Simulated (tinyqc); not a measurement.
MESFET, gradual channel with velocity saturation: one step of the calculation.

A uniformly doped n-type channel, depleted from the top by a Schottky gate; at channel potential V the depleted share of a is u = sqrt((Vbi - Vg + V)/Vp), s at the source. Electrons drift with v = mu E/(1 + mu E/vsat). Abrupt depletion edge, no series resistance, source at 0.

Task. Current below saturation. u = sqrt((Vbi - Vg + Vd)/Vp). I = (G0 Vp/3) F/(1 + Z (u^2 - s^2)), F = 3 (u^2 - s^2) - 2 (u^3 - s^3), with u at V = Vd; Z = 0 gives constant mobility, for which u stops at 1.

Inputs (values chosen for the exercise): gate voltage Vg = 0 V; drain voltage Vd = 0.33 V.

Vbi = 0.88234839 V
Vp = 1.3945546 V
G0 = 5.4506049 mS
Z = 0.55782185
s = 0.79543058

Give: u; F; I for Z = 0; I.

Result.

u = 0.93239
F = 0.095327
I for Z = 0 = 0.24153 mA
I = 0.21337 mA

The falling mobility lowers the current by 11.7 %.

tinyqc, about 0.06 s, one thread, Intel Xeon 2.30GHz (shared host): `OMP_NUM_THREADS=1 python tinyqc.py 2500136 2500137 out.jsonl`
